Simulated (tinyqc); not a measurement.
Inside a calculation: electrons shared among three sets of ellipsoidal valleys. Values are carried at full precision from step to step, so a last printed digit may differ when a step is redone from the rounded ones.

Constants: hbar^2/2m0 = 3.80998211 eV angstrom^2; kB = 8.617333262e-05 eV/K.

Values chosen for the exercise (masses and offsets near those of GaAs; mobilities are free inputs, held fixed; shifted at random, so the results belong to these values and not to a real crystal):
- ml = (0.068, 1.891, 1.328) m0 (longitudinal masses of Gamma, L, X)
- mt = (0.068, 0.0783, 0.241) m0 (transverse masses)
- M = (1, 4, 3) (valleys in each set)
- T = 500 K
- dE = (0, 0.32, 0.416) eV (edges of Gamma, L, X above the first)
- n = 3.7e+18 1/cm^3 (total electron density)
- mu = (6600, 1100, 250) cm^2/(V s) (mobility of each set)

## Masses of each set

One valley: m_d = (ml mt^2)^(1/3). Whole set: m_de = M^(2/3) m_d. Mean over three axes: 1/m_c = (1/ml + 2/mt)/3. Anisotropy K = ml/mt.

m_d, m_de, m_c (m0) and K of each set:
```
set       m_d    m_de     m_c      K
Gamma  0.0680  0.0680  0.0680   1.00
L      0.2263  0.5703  0.1151  24.15
X      0.4257  0.8854  0.3314   5.51
```

m_de/m_c is 1.00 for Gamma, 4.96 for L, 2.67 for X: many anisotropic valleys give many states at a light conductivity mass. m_c is the mean over three axes; a set that holds only some of the equivalent valleys conducts with a mass that depends on direction.

## Effective densities of states

N_i = M_i times N = 2 (m kB T/(4 pi c))^(3/2) with c = hbar^2/2m0, in 1/angstrom^3; times 1e24 for 1/cm^3, with m = (ml mt^2)^(1/3).

kT = 0.043087 eV

N_i (1/cm^3): Gamma 9.5743e+17, L 2.3255e+19, X 4.4987e+19

## Fermi level and populations

F_j(eta) = (1/Gamma(j + 1)) integral_0^infinity x^j dx/(1 + exp(x - eta)), which tends to exp(eta) for eta << 0.

Solve n = sum_i N_i F_1/2((EF - dE_i)/kT), energies from the edge of the first set.

EF = 0.1088 eV

eta_i: Gamma 2.52, L -4.90, X -7.13

n_i (1/cm^3): Gamma 3.49e+18, L 1.72e+17, X 3.60e+16

shares: Gamma 0.9437, L 0.0465, X 0.0097

Gamma holds most electrons (94.4 %). Boltzmann weights N_i exp(-dE_i/kT) would give L a share of 0.0142.

## Drift and Hall mobility of the mixture

With f_i the shares, mu_drift = sum f_i mu_i; low-field Hall mobility mu_H = sum f_i mu_i^2/mu_drift (scattering and anisotropy factors set to 1); the Hall density is n mu_drift/mu_H; rho = 1/(e n mu_drift), e = 1.602176634e-19 C.

mu_drift = 6282 cm^2/(V s)
mu_H = 6553 cm^2/(V s)
Hall density = 3.55e+18 1/cm^3
rho = 0.000269 ohm cm

A Hall measurement would read 95.9 % of the true density. The mobilities are of the size met in pure crystals; at this density impurities would cut them and raise rho, by a factor of two to ten or more depending on crystal and density.

## Checks

- Share of L at n = 1e10 1/cm^3 against the Boltzmann weight: both 0.01420.

tinyqc: `OMP_NUM_THREADS=1 python tinyqc.py 1652709 1652710 out.jsonl`; about 0.01 s, one thread, shared Intel(R) Xeon(R) Processor @ 2.30GHz.
